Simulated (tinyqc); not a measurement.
# Worked calculation: memristor with linear dopant drift, Joglekar window

Program tinyqc, `OMP_NUM_THREADS=1 python tinyqc.py 2880066 2880067 out.jsonl`; Intel Xeon 2.30GHz, shared host, one thread, about 0.2 s. Printed values are rounded.

A film of thickness D has a doped share x: R = Ron x + Roff (1 - x), i = v/R, dx/dt = k i F with k = mv Ron/D^2 and F = 1 - (2 x - 1)^(2 p). The drive is v = V0 sin(2 pi f t). The model has no threshold and no heating.

Values chosen for this exercise:
- Ron = 50 ohm (resistance of the fully doped film)
- Roff = 40000 ohm (resistance of the undoped film)
- D = 8 nm (film thickness)
- mv = 6.3e-15 m^2/(V s) (dopant mobility)
- x0 = 0.11 (doped share at t = 0)
- V0 = 1.1 V (amplitude)
- p = 5 (window exponent)
- f = 0.14 Hz (frequency)

## Rate constant, charge and flux scales

k = mv Ron/D^2; R0 = R(x0); without a window the film fills (x = 1) after the charge (1 - x0)/k and the flux (R0^2 - Ron^2)/(2 k (Roff - Ron)); half a period supplies the flux V0/(pi f).

k = 4921.88 1/C
R0 = 35605.5 ohm
charge to fill = 180.825 uC
flux to fill = 3.22371 V s
flux of half a period = 2.50101 V s

Half a period supplies 77.6 % of the flux to fill.

## Step 1: one Runge-Kutta step

x at step 0 = 0.11
j = 0

Step h = 1/(16 f), from t = j h. With g(t, x) = dx/dt: k1 = g(t, x), k2 = g(t + h/2, x + h k1/2), k3 = g(t + h/2, x + h k2/2), k4 = g(t + h, x + h k3), x(new) = x + h (k1 + 2 k2 + 2 k3 + k4)/6.

k1..k4 (1/s): 0.0000000  0.0271920  0.0277399  0.0554473
x at step 1 = 0.122300

## Step 2: one Runge-Kutta step

j = 1

As before.

k1..k4 (1/s): 0.055434  0.083116  0.084308  0.111490
x at step 2 = 0.159634

## Step 3: one Runge-Kutta step

j = 2

As before.

k1..k4 (1/s): 0.111429  0.136584  0.137758  0.160028
x at step 3 = 0.220657

## One period

The 16 Runge-Kutta steps against a converged integration; i uses the converged x.

One period:
```
j	v (V)	x, coarse steps	x, converged	i (uA)
0	0.000	0.1100	0.1100	0.00
1	0.421	0.1223	0.1223	11.99
2	0.778	0.1596	0.1596	23.13
3	1.016	0.2207	0.2207	32.59
4	1.100	0.3002	0.3002	39.27
5	1.016	0.3900	0.3900	41.62
6	0.778	0.4781	0.4781	37.22
7	0.421	0.5464	0.5464	23.17
8	0.000	0.5730	0.5730	0.00
9	-0.421	0.5464	0.5464	-23.17
10	-0.778	0.4781	0.4781	-37.22
11	-1.016	0.3900	0.3900	-41.62
12	-1.100	0.3002	0.3002	-39.27
13	-1.016	0.2207	0.2207	-32.59
14	-0.778	0.1596	0.1596	-23.13
15	-0.421	0.1223	0.1223	-11.99
16	0.000	0.1100	0.1100	0.00
```

The current vanishes with the voltage (pinched loop). At the same voltage, j = 2 and 6, it is 23.1 uA on the way up and 37.2 uA on the way down. x peaks at 0.5730 at half period and ends at 0.1100, its starting value: the state is a function of the flux alone. The coarse steps miss by at most 1.3e-5.
